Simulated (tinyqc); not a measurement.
UHF in the sto-3g basis, for H3+, spin multiplicity 1, step by step. One step of it, computed by the program tinyqc.

Question. Iteration 1: building the Fock matrix. J_ij = sum D_kl (ij|kl) with D = D(alpha) + D(beta), K_ij = sum D_kl (ik|jl) for each spin; F = H + J - K(s); E = tr D H + tr D J / 2 - 0.5 sum_s tr D(s) K(s) + E_nn.

D(alpha) at the start:
```
          1H 1s     2H 1s     3H 1s
1H 1s  0.029337  0.135856  0.050921
2H 1s  0.135856  0.629127  0.235807
3H 1s  0.050921  0.235807  0.088384
```

D(beta) at the start:
```
          1H 1s     2H 1s     3H 1s
1H 1s  0.448675  0.031709  0.364512
2H 1s  0.031709  0.002241  0.025761
3H 1s  0.364512  0.025761  0.296136
```

core Hamiltonian H = T + V (hartree):
```
           1H 1s      2H 1s      3H 1s
1H 1s  -1.222768  -0.508443  -0.509007
2H 1s  -0.508443  -1.222637  -0.508657
3H 1s  -0.509007  -0.508657  -1.222848
```

Two-electron integrals (ij|kl) in chemists' order, unique and non-zero (hartree):
```
(11|11) 0.774606   (21|11) 0.165681   (21|21) 0.052160   (22|11) 0.369627
(22|21) 0.165681   (22|22) 0.774606   (31|11) 0.165905   (31|21) 0.044669
(31|22) 0.119413   (31|31) 0.052287   (32|11) 0.119357   (32|21) 0.044640
(32|22) 0.165766   (32|31) 0.044687   (32|32) 0.052208   (33|11) 0.369813
(33|21) 0.119323   (33|22) 0.369697   (33|31) 0.165905   (33|32) 0.165766
(33|33) 0.774606
```

nuclear repulsion = 1.14159191 hartree

Give: Coulomb J; exchange K(alpha); exchange K(beta); F(alpha); F(beta); total energy of this density.

Answer.

Coulomb J (hartree):
```
       1H 1s  2H 1s  3H 1s
1H 1s  1.002  0.308  0.300
2H 1s  0.308  1.049  0.305
3H 1s  0.300  0.305  0.973
```

exchange K(alpha) (hartree):
```
       1H 1s  2H 1s  3H 1s
1H 1s  0.143  0.217  0.130
2H 1s  0.217  0.621  0.250
3H 1s  0.130  0.250  0.210
```

exchange K(beta) (hartree):
```
       1H 1s  2H 1s  3H 1s
1H 1s  0.497  0.165  0.287
2H 1s  0.165  0.092  0.145
3H 1s  0.287  0.145  0.385
```

F(alpha) (hartree):
```
        1H 1s   2H 1s   3H 1s
1H 1s  -0.364  -0.418  -0.339
2H 1s  -0.418  -0.794  -0.454
3H 1s  -0.339  -0.454  -0.460
```

F(beta) (hartree):
```
        1H 1s   2H 1s   3H 1s
1H 1s  -0.718  -0.366  -0.496
2H 1s  -0.366  -0.265  -0.349
3H 1s  -0.496  -0.349  -0.636
```

total energy of this density = -1.11497 hartree
